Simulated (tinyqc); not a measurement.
Single-domain magnet: Stoner-Wohlfarth switching, Neel-Arrhenius retention, LLG dynamics and spin torque: one step, computed by the program tinyqc. Command: `OMP_NUM_THREADS=1 python tinyqc.py 3016336 3016337 out.jsonl macro walk`. One thread of a shared host (Intel(R) Xeon(R) Processor @ 2.30GHz), about 0.02 s of CPU time with the checks.

The moment is uniform, with unit vector m; z is the easy axis. mu_0 = 1.25663706212e-6 T m/A, gamma = 1.76085963023e11 rad/(s T).

Question. Effective anisotropy. N_z = [p ln(p + sqrt(p^2 - 1))/sqrt(p^2 - 1) - 1]/(p^2 - 1); V = pi d^3 p/6; K_eff = K_u + K_shape, K_shape = -(mu_0 M_s^2/4)(3 N_z - 1); mu_0 H_K = 2 K_eff/M_s.

Inputs (values chosen for the exercise, for a model magnet):
```
quantity                      value    unit
saturation magnetisation M_s    798    kA/m
diameter d                        7      nm
aspect ratio p                    4       -
bulk anisotropy K_u              29  kJ/m^3
```

Shape: prolate spheroid, easy axis along it.

Give: demagnetising factor N_z; volume V; K_shape; K_eff; anisotropy field mu_0 H_K.

Answer.

demagnetising factor N_z = 0.075407

volume V = 718.38 nm^3

K_shape = 154.80 kJ/m^3

K_eff = 183.80 kJ/m^3

anisotropy field mu_0 H_K = 0.46065 T

Shape gives 84 % of K_eff.
